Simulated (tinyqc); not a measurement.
Inside a calculation. Method: empirical pseudopotential in a few plane waves. One step of it, computed by the program tinyqc.

Problem. Bloch Hamiltonian at k. Basis: the 15 shortest G (labels in 2 pi/a), the same at every k. H(G,G') = c |k + G|^2 delta + VS(|G-G'|^2) cos((G-G').tau) + i VA sin((G-G').tau), tau = a/8 (1,1,1); 1 Ry = 13.605693 eV.

Parameters chosen for this model: fcc lattice, atoms at +/- a/8 (1,1,1); form factors in rydberg at |G|^2 in units of (2 pi/a)^2:
```
parameter                 value      unit
a                      5.390000  angstrom
VS(3)                 -0.256000        Ry
VS(8)                  0.054000        Ry
VS(11)                 0.049000        Ry
VA(3)                  0.076000        Ry
VA(4)                  0.052000        Ry
VA(11)                 0.011000        Ry
hbar^2/2m (2 pi/a)^2   5.177321        eV
```

k point k (2 pi / a): -0.230000  0.230000  0.510000

Give: H(k) at k.

Solution.

H(k) at k (eV), lower triangle (Hermitian):
```
                 +0+0+0           -1-1-1           -1-1+1           -1+1-1
+0+0+0           1.8944
-1-1-1   2.4629-0.7312i          12.1455
-1-1+1  -2.4629-0.7312i   0.0000+0.7075i          22.7072
-1+1-1  -2.4629-0.7312i   0.0000+0.7075i           0.7347          16.9086
-1+1+1  -2.4629+0.7312i          -0.7347   0.0000+0.7075i   0.0000+0.7075i
+1-1-1  -2.4629-0.7312i   0.0000+0.7075i           0.7347           0.7347
+1-1+1  -2.4629+0.7312i          -0.7347   0.0000+0.7075i           0.0000
+1+1-1  -2.4629+0.7312i          -0.7347           0.0000   0.0000+0.7075i
+1+1+1   2.4629+0.7312i           0.0000          -0.7347          -0.7347
-2+0+0   0.0000-0.7075i  -2.4629+0.7312i  -2.4629-0.7312i  -2.4629-0.7312i
+0-2+0   0.0000-0.7075i  -2.4629+0.7312i  -2.4629-0.7312i   0.4714-0.1058i
+0+0-2   0.0000-0.7075i  -2.4629+0.7312i   0.4714-0.1058i  -2.4629-0.7312i
+0+0+2   0.0000+0.7075i  -0.4714-0.1058i   2.4629+0.7312i  -0.4714+0.1058i
+0+2+0   0.0000+0.7075i  -0.4714-0.1058i  -0.4714+0.1058i   2.4629+0.7312i
+2+0+0   0.0000+0.7075i  -0.4714-0.1058i  -0.4714+0.1058i  -0.4714+0.1058i

                 -1+1+1           +1-1-1           +1-1+1           +1+1-1
-1+1+1          27.4703
+1-1-1           0.0000           7.3823
+1-1+1           0.7347   0.0000+0.7075i          17.9441
+1+1-1           0.7347   0.0000+0.7075i           0.7347          12.1455
+1+1+1   0.0000+0.7075i          -0.7347   0.0000+0.7075i   0.0000+0.7075i
-2+0+0   2.4629-0.7312i   0.4714-0.1058i  -0.4714-0.1058i  -0.4714-0.1058i
+0-2+0  -0.4714-0.1058i  -2.4629-0.7312i   2.4629-0.7312i  -0.4714-0.1058i
+0+0-2  -0.4714-0.1058i  -2.4629-0.7312i  -0.4714-0.1058i   2.4629-0.7312i
+0+0+2  -2.4629+0.7312i  -0.4714+0.1058i  -2.4629+0.7312i   0.4714+0.1058i
+0+2+0  -2.4629+0.7312i  -0.4714+0.1058i   0.4714+0.1058i  -2.4629+0.7312i
+2+0+0   0.4714+0.1058i   2.4629+0.7312i  -2.4629+0.7312i  -2.4629+0.7312i

                 +1+1+1   -2+0+0   +0-2+0   +0+0-2
+1+1+1          22.7072
-2+0+0  -0.4714+0.1058i  27.3668
+0-2+0  -0.4714+0.1058i   0.7347  17.8405
+0+0-2  -0.4714+0.1058i   0.7347   0.7347  12.0419
+0+0+2  -2.4629-0.7312i  -0.7347  -0.7347   0.0000
+0+2+0  -2.4629-0.7312i  -0.7347   0.0000  -0.7347
+2+0+0  -2.4629-0.7312i   0.0000  -0.7347  -0.7347

         +0+0+2   +0+2+0   +2+0+0
+0+0+2  33.1654
+0+2+0   0.7347  27.3668
+2+0+0   0.7347   0.7347  17.8405
```
